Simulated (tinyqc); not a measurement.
Estimate of lattice thermal conductivity from elastic moduli (Slack, Klemens and Cahill formulas): one step, computed by the program tinyqc. Command: `OMP_NUM_THREADS=1 python tinyqc.py 3024259 3024260 out.jsonl slack walk`. One thread of a shared host (Intel(R) Xeon(R) Processor @ 2.30GHz), about 0.01 s of CPU time with the checks.

An isotropic solid.

Problem. Velocities, Poisson ratio and Debye temperature. rho = M/V; vL = sqrt((B + 4G/3)/rho), vT = sqrt(G/rho); v_m = [(vL^-3 + 2 vT^-3)/3]^(-1/3); Poisson ratio sigma = (3B - 2G)/(6B + 2G); Theta = hbar v_m (6 pi^2/V)^(1/3)/k_B.

Inputs (values chosen for the exercise, for a model crystal):
```
quantity            value        unit
bulk modulus B       56.4         GPa
shear modulus G      40.4         GPa
volume per atom V    22.6  angstrom^3
mean atomic mass M     99           u
```

Grueneisen parameter: from thermal expansion.

Constants: u = 1.6605390666e-27 kg; hbar = 1.054571817e-34 J s; k_B = 1.380649e-23 J/K.

Give: density rho; vL; vT; v_m; Poisson ratio sigma; Debye temperature Theta.

Solution.

density rho = 7274 kg/m^3

vL = 3893 m/s

vT = 2357 m/s

v_m = 2605 m/s

Poisson ratio sigma = 0.2109

Debye temperature Theta = 274.3 K
